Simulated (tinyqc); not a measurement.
Singlet against triplet in a field: parabolic quantum dot in a magnetic field (Fock-Darwin).

Two dimensions, V = m w0^2 r^2/2, one valley. hbar wc = 2 muB B/m, W = sqrt(w0^2 + wc^2/4), E(n, l, s) = (2n + |l| + 1) hbar W - l hbar wc/2 + s gs muB B, n = 0, 1, ..., l = 0, +/-1, ..., s = +/-1/2; length lam = sqrt(2c/(m hbar W)), c = hbar^2/2m0.

Two electrons, first order in the Coulomb energy: the singlet (0,0)^2 has 2W + J0 and the lowest triplet (0,0)(0,1) has 3W - wc/2 + J0/2 - Ez, with J0 = sqrt(pi/2) q/(eps lam), q = e^2/(4 pi eps0), Ez = |gs| muB B.

Exact treatment: the centre of mass separates with energy W, and the relative motion obeys [-(2c/m) Laplacian + (2c/m) r^2/(2 lam^2)^2 + q/(eps r)] psi = e_l psi for angular number l, solved in 14 Gaussians r^l exp(-a r^2), a = 1.7^i/(4 lam^2), i = -3 to 10. E(S) = W + e_0, E(T) = W + e_1 - wc/2 - Ez.

Constants: muB = 5.788381798e-05 eV/T; hbar^2/2m0 = 3.80998211 eV angstrom^2; e^2/(4 pi eps0) = 14.39964547 eV angstrom.

Inputs chosen for the exercise (near those of a gate-defined dot in InAs; not measured data):
```
symbol  value                            unit  meaning
m       0.0292                           m0    mass
gs      -7.39                                  g factor
w0      6.5                              meV   confinement energy hbar w0
eps     15                                     dielectric constant
Bs      (0, 0.41, 0.82, 1.3, 2, 3, 4.3)  T     fields
```

For each field, first order and exact.

Energies (meV):
```
B (T)     J0  W - wc/2     Ez  E(T) - E(S), first order  exact
0      6.005     6.500  0.000                     3.498   4.35
0.41   6.028     5.738  0.175                     2.548   3.41
0.82   6.096     5.075  0.351                     1.676   2.54
1.3    6.228     4.415  0.556                     0.745   1.61
2.0    6.499     3.649  0.856                    -0.456   0.42
3.0    6.991     2.863  1.283                    -1.916  -1.03
4.3    7.711     2.196  1.839                    -3.499  -2.60
```

What does the comparison show, and why?

Exactly, the triplet drops below the singlet between 2 and 3 T. First order puts the crossing between 1.3 and 2 T; with J0/W = 0.92 at zero field it misses the splitting there by 0.86 meV. From the first row to the last the orbital cost falls by 4.30 meV, the Coulomb gain J0/2 (half direct, half exchange) grows by 0.85 meV and the Zeeman gain by 1.84 meV. States of higher angular number, which take over at higher fields, in soft dots already within such a table, are left out.

Run: tinyqc, `OMP_NUM_THREADS=1 python tinyqc.py 1252122 1252123 out.jsonl`; Intel(R) Xeon(R) Processor @ 2.30GHz, one thread, shared host; about 0.04 s of CPU time with all checks.
